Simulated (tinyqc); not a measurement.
Inside a calculation: Wannier function of the lower band of a two-orbital chain. Values are carried at full precision from step to step, so a last printed digit may differ when a step is redone from the rounded ones.

H(k) = [[-d/2 - 2 ta cos k, -t1 - t2 exp(-ik)], [-t1 - t2 exp(ik), d/2 - 2 tb cos k]], k in 1/a, Bloch sums with exp(ikR) and without the positions inside the cell. Mesh k_j = 2 pi j/N. Projection gauge: each lower eigenvector u is multiplied by the phase that makes <trial|u> real and positive (the one-band case of Loewdin orthogonalisation). Wannier amplitudes w(R) = (1/N) sum_k exp(ikR) u(k); hoppings H(R) = (1/N) sum_k exp(-ikR) E(k).

Parameters, chosen for this exercise:
```
symbol  value  unit      meaning
d       -1.32  eV        A at -d/2, B at +d/2
t1      1.33   eV        A-B in the cell
t2      0.72   eV        B to A of the next cell
ta      -0.17  eV        A-A between cells
tb      -0.13  eV        B-B between cells
N       6                k points
th      20     degrees   trial orbital cos(th) A + sin(th) B in cell 0
xb      0.47   a         position of B (A at 0)
a       5.3    angstrom  period
kq      2.92   1/a       point off the mesh
```

## Bloch states in the projection gauge

Diagonalise at each mesh point and fix the phase.

Mesh:
```
j  E lower (eV)  E upper (eV)               u_A               u_B  |<trial|u>|
0       -1.8662        2.4662           0.58175           0.81337       0.8249
1       -1.7754        2.0754  0.56451-0.06886i  0.80049+0.18919i       0.8043
2       -1.4688        1.1688  0.49546-0.10897i  0.80809+0.29940i       0.7420
3       -1.1698        0.5698           0.37892           0.92543       0.6726
4       -1.4688        1.1688  0.49546+0.10897i  0.80809-0.29940i       0.7420
5       -1.7754        2.0754  0.56451+0.06886i  0.80049-0.18919i       0.8043
```

The projection is smallest at j = 3 (0.6726); the gauge is smooth as long as it stays away from zero.

## The Wannier function

w(R) = (1/N) sum_j exp(2 pi i j R/N) u_j, for the N cells nearest the origin; it is real.

Amplitudes:
```
R      on A     on B
-2  -0.0050  -0.0101
-1  -0.0060   0.1211
0    0.5134   0.8260
1    0.0966  -0.1610
2   -0.0281   0.0535
3    0.0108  -0.0161
```

norm = 1.0000

Cell 0 holds 94.6 % of the weight.

## Centre and spread in real space

Point-like orbitals at R (A) and R + xb (B): centre <x>, spread <x^2> - <x>^2.

centre in units of a = 0.370
centre in angstrom = 1.961
spread = 3.047 angstrom^2

## The same from overlaps (Marzari-Vanderbilt)

b = 2 pi/N; M_j = u_j^+ diag(1, exp(-i b xb)) u_(j+1), with u_N = u_0. Centre = -(1/2 pi) sum arg M_j; gauge-invariant part Omega_I = (1/(N b^2)) sum (1 - |M_j|^2); gauge-dependent part Omega_D = (1/(N b^2)) sum (arg M_j + b centre)^2.

Overlaps:
```
j   |M_j|  arg M_j (rad)
0  0.9977        -0.2142
1  0.9896        -0.2904
2  0.9066        -0.6606
3  0.9066        -0.6606
4  0.9896        -0.2904
5  0.9977        -0.2142
```

centre from overlaps = 0.371 a
Omega_I = 0.0618 a^2
Omega_D = 0.0347 a^2

The centre is the Berry phase over 2 pi and does not depend on the trial orbital (modulo a). Omega_D is 35.9 % of the total; in one dimension a gauge that spreads the phase evenly removes it. The total is 0.0964 a^2, against 0.1136 a^2 (centre 0.369 a) in real space on 96 cells.

## Hoppings and interpolation

H(R) = (1/N) sum_j E_j cos(2 pi j R/N) for R = 0 to N/2. Interpolation: E(k) = H(0) + 2 sum H(R) cos(kR), the term R = N/2 of an even mesh counted once.

H(0), H(1), ... (eV): [-1.5874, -0.1672, 0.0347, -0.0139]

interpolated E(kq) = -1.1876 eV

The exact value is -1.1896 eV; the interpolation is off by +2.0 meV. Though the chain has short hoppings, the single band has longer ones, made by paths through the other orbital, which the tails of the Wannier function carry.

## Checks

- Centre from overlaps against the real-space centre on 200 points: both 0.3693.
- Omega_I + Omega_D against the real-space spread on 200 points: both 0.114.

Run: tinyqc, `OMP_NUM_THREADS=1 python tinyqc.py 1450888 1450889 out.jsonl`; Intel(R) Xeon(R) Processor @ 2.30GHz, one thread, shared host; about 0.2 s of CPU time with all checks.
